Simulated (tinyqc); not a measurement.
# Tunnelling through a gate dielectric, WKB transmission and Tsu-Esaki current: two studies

Electrons leave the emitter at x = 0. Energies E (motion across the layers) are in eV from the emitter Fermi level; the collector Fermi level lies at -V and offers states at every E. No charge in the dielectric and no image force: F1 = V/t1, U = phi1 - F1 x. With C = hbar^2/(2 m0), kappa = sqrt(m (U - E)/C) where U > E and 0 elsewhere; T(E) = exp(-S), S = 2 times the integral of kappa over x.

Inputs (values chosen for the exercise); dielectric values close to those of silicon dioxide: temperature T = 300 K; Fermi energy of the emitter above its band bottom Ef = 0.34 eV; emitter mass in the supply function me = 0.69 m0; barrier of layer 1 above the emitter Fermi level at zero bias phi1 = 3.15 eV; tunnelling mass of layer 1 m1 = 0.52 m0; thickness of layer 1 t1 = 3.7 nm; voltage across the dielectric V = 3.7 V.

Constants: q = 1.602176634e-19 C, kB = 1.380649e-23 J/K, hbar = 1.054571817e-34 J s, m0 = 9.1093837015e-31 kg, Vt = kB T/q, hbar^2/(2 m0) = 0.0380998212 eV nm^2. Results are converted to the units shown.

Each table varies one quantity; the others keep the values above.

## Current against voltage

Each layer adds (2/F) sqrt(m/C) [G(u at its left edge) - G(u at its right edge)] to S, with u = U - E (0 where negative) and G(u) = (2/3) u^1.5. J = J0 times the integral of T(E) N(E) dE, N = ln[(1 + exp(-E/Vt))/(1 + exp((-E - V)/Vt))], J0 = q^2 me m0 kB T/(2 pi^2 hbar^3) (times 1e-4 for A/cm^2 per eV), from E = -Ef to far above the barrier (T = 1 there), by quadrature converged to the digits shown.

Results:
```
V (V)  S at E = 0   T(E = 0)  J (A/cm^2)  mean E of the current (eV)
0.2         47.74  1.844e-21   2.525e-13                     -0.1446
0.88        44.95  2.995e-20   4.220e-12                     -0.1520
2.23        38.48  1.942e-17    2.191e-9                     -0.1374
2.9         34.35  1.208e-15    1.092e-7                     -0.1211
3.57        28.54  4.023e-13    2.814e-5                    -0.09781
4.25        23.97  3.871e-11    0.003437                     -0.1182
4.92        20.71   1.013e-9      0.1097                     -0.1331
5.6         18.20   1.253e-8       1.606                     -0.1448
```

Estimate the missing row, V = 1.55 V.

Computed row:
```
V (V)  S at E = 0   T(E = 0)  J (A/cm^2)  mean E of the current (eV)
1.55        41.94  6.103e-19   7.842e-11                     -0.1461
```

With this row back in the table: J rises from 2.52e-13 to 1.61 A/cm^2, by 1.80 decades a volt between the first two rows and 1.71 between the last two. From V = 3.57 V on (among the rows) a band edge falls below the emitter Fermi level, so electrons at E = 0 no longer cross the full thickness. In 3 of the 9 rows the field exceeds 10 MV/cm (up to 15.1), more than most dielectrics sustain; the model ignores breakdown.

## Effect of the thickness t1 at fixed voltage

Same model as above.

Results:
```
t1 (nm)  S at E = 0   T(E = 0)  J (A/cm^2)  mean E of the current (eV)
2.2           16.37   7.739e-8       11.31                     -0.1532
2.73          20.32   1.498e-9      0.1663                     -0.1349
3.26          24.26  2.899e-11    0.002532                     -0.1169
3.79          28.21  5.612e-13    3.989e-5                    -0.09927
4.31          32.08  1.170e-14    7.017e-7                    -0.08265
4.84          36.02  2.265e-16    1.179e-8                    -0.06638
5.9           43.91  8.487e-20   3.638e-12                    -0.03517
```

Estimate the missing row, t1 = 5.37 nm.

Computed row:
```
t1 (nm)  S at E = 0   T(E = 0)  J (A/cm^2)  mean E of the current (eV)
5.37          39.97  4.385e-18   2.040e-10                    -0.05063
```

With this row back in the table: J falls from 11.3 to 3.64e-12 A/cm^2: 3.46 decades a nanometre between the first two rows and 3.30 between the last two. The exponent S alone gives dS/dt/ln 10 = 3.23 and 3.23. In 3 of the 8 rows the field exceeds 10 MV/cm (up to 16.8), more than most dielectrics sustain; the model ignores breakdown.

Program tinyqc, `OMP_NUM_THREADS=1 python tinyqc.py 2540173 2540174 out.jsonl`; Intel Xeon 2.30GHz, shared host, one thread, about 0.03 s.
